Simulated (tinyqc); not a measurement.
What each parameter does: quantum-confined Stark effect in a modulator well.

Envelopes on cells of 0.5 angstrom over the well |z| < L/2 and 45 angstrom of barrier on each side, psi = 0 beyond, psi'/m continuous (mean mass between points), c = hbar^2/2m0. The electron sees + e F z and the hole - e F z, each with its offset in the barriers; 1 kV/cm = 1e-5 eV/angstrom. Light holes, band mixing and escape by tunnelling are left out.

Exciton: in-plane function exp(-rho/lam), 1/mu = 1/me + 1/mp, E(lam) = c/(mu lam^2) - (q/eps) times the integral over k of Fm(k)(1 + (k lam/2)^2)^(-3/2), Fm(k) the double integral of psi_e^2 psi_h^2 exp(-k |z - z'|), q = e^2/(4 pi eps0); binding Eb = -E at the minimum. Line at Eg + E_e + E_h - Eb, strength proportional to overlap^2/lam^2.

Constants: hbar^2/2m0 = 3.80998211 eV angstrom^2; e^2/(4 pi eps0) = 14.39964547 eV angstrom; hc = 1239.841984 eV nm.

Values chosen for the exercise (near those of an InGaAs well in InAlAs; the results hold for these values, not for the real material): L = 92 angstrom (well width); Vc = 0.529 eV (conduction offset); Vv = 0.186 eV (heavy-hole offset); me = 0.0421 m0 (electron, well); meb = 0.0714 m0 (electron, barrier); mh = 0.373 m0 (heavy hole along z, well); mhb = 0.44 m0 (heavy hole, barrier); Eg = 0.747 eV (gap of the well); mp = 0.109 m0 (heavy hole in the plane); eps = 13.5 (dielectric constant); F = 88 kV/cm (field).

Zero-field line, shift at F, overlap^2 and Eb at F.

Results for these values:
```
case  line (nm)  shift (meV)  overlap^2  Eb (meV)
base     1538.0       -11.69      0.653      5.46
```

What happens to each result for F = 70 kV/cm, all else kept?

Answer: line does not change at the printed digits; shift rises from -11.69 to -7.69; overlap^2 rises from 0.653 to 0.739; Eb rises from 5.46 to 5.57.

The same for each parameter in turn:
```
case             line (nm)  shift (meV)  overlap^2  Eb (meV)
base                1538.0       -11.69      0.653      5.46
L = 82 angstrom     1515.7        -8.53      0.754      5.74
F = 70 kV/cm        1538.0        -7.69      0.739      5.57
Vc = 0.423 eV       1544.5       -11.99      0.642      5.42
Vv = 0.232 eV       1537.5       -11.18      0.668      5.50
me = 0.0484 m0      1546.4       -11.70      0.646      5.84
mh = 0.317 m0       1536.1       -11.28      0.680      5.47
eps = 12.2          1540.2       -11.59      0.653      6.47
```

Run: tinyqc, `OMP_NUM_THREADS=1 python tinyqc.py 1250530 1250531 out.jsonl`; Intel(R) Xeon(R) Processor @ 2.30GHz, one thread, shared host; about 0.2 s of CPU time with all checks.
